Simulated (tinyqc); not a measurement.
Hot carriers by balance equations with a heated Maxwellian: one step, computed by the program tinyqc.

The carriers follow a Maxwellian at an electron temperature T_e, slightly displaced; the drift energy is neglected against k_B T_e. The balance averages the rate, not the time, so mu_0 lies below the relaxation-time value.

Problem. Equilibrium values. Parabolic band: E = hbar^2 k^2/(2 m), speed v = hbar k/m, states per spin, volume and energy g(E) = m k/(2 pi^2 hbar^2). Masses are multiplied by m_0 and all formulas are in SI units. Phonon occupation N_q = 1/(exp(hbar w/(k_B T)) - 1). Acoustic deformation potential (elastic, equipartition, absorption and emission together): 1/tau = 2 pi k_B T D_A^2 g(E)/(hbar rho v_l^2). Optical or intervalley deformation potential: 1/tau = (pi Z_f D_o^2/(rho w)) [N_q g(E + hbar w) + (N_q + 1) g(E - hbar w)], with g = 0 below the band edge. Averages over the Maxwellian, <y> = int y x^(1/2) exp(-x) dx / int x^(1/2) exp(-x) dx with x = E/(k_B T_e), split at x_0 = hbar w/(k_B T_e): 64 Gauss-Legendre points in sqrt(x) below it and 128 in sqrt(x - x_0) above it, up to x = 32. Momentum balance: mu(T_e) = e/(m nu), nu = <x (sum of rates)>/<x>. Power lost per carrier: P(T_e) = hbar w <emission rate - absorption rate> + <(2 m v_l^2/(k_B T)) (E - 2 k_B T) acoustic rate>. Energy relaxation time at weak heating: tau_E = (3/2) k_B / (dP/dT_e), the derivative by a central difference of +/- 0.5 K at T_e = T.

Inputs (values chosen for the exercise, modelled on holes in silicon):

| quantity | value | unit |
|---|---|---|
| effective mass m | 0.504 | m_0 |
| density rho | 2329 | kg/m^3 |
| sound velocity v_l | 8820 | m/s |
| acoustic deformation potential D_A | 5.5 | eV |
| phonon energy hbar w | 65.2 | meV |
| optical or intervalley deformation potential D_o | 8.7 | 1e8 eV/cm |
| final valleys Z_f | 1 | - |
| lattice temperature T | 400 | K |

Band: parabolic. Solver: damped fixed point.

Constants: k_B = 8.617333262e-05 eV/K; k_B = 1.380649e-23 J/K; e = 1.602176634e-19 C; hbar = 1.054571817e-34 J s; m_0 = 9.1093837015e-31 kg; hbar = 6.582119569e-16 eV s.

Give: low-field mobility mu_0; energy relaxation time tau_E.

Solution.

low-field mobility mu_0 = 480.86 cm^2/(V s)

energy relaxation time tau_E = 0.34322 ps

tau_E is 2.49 times the momentum relaxation time m mu_0/e: energy is lost more slowly than direction, which is why carriers heat.
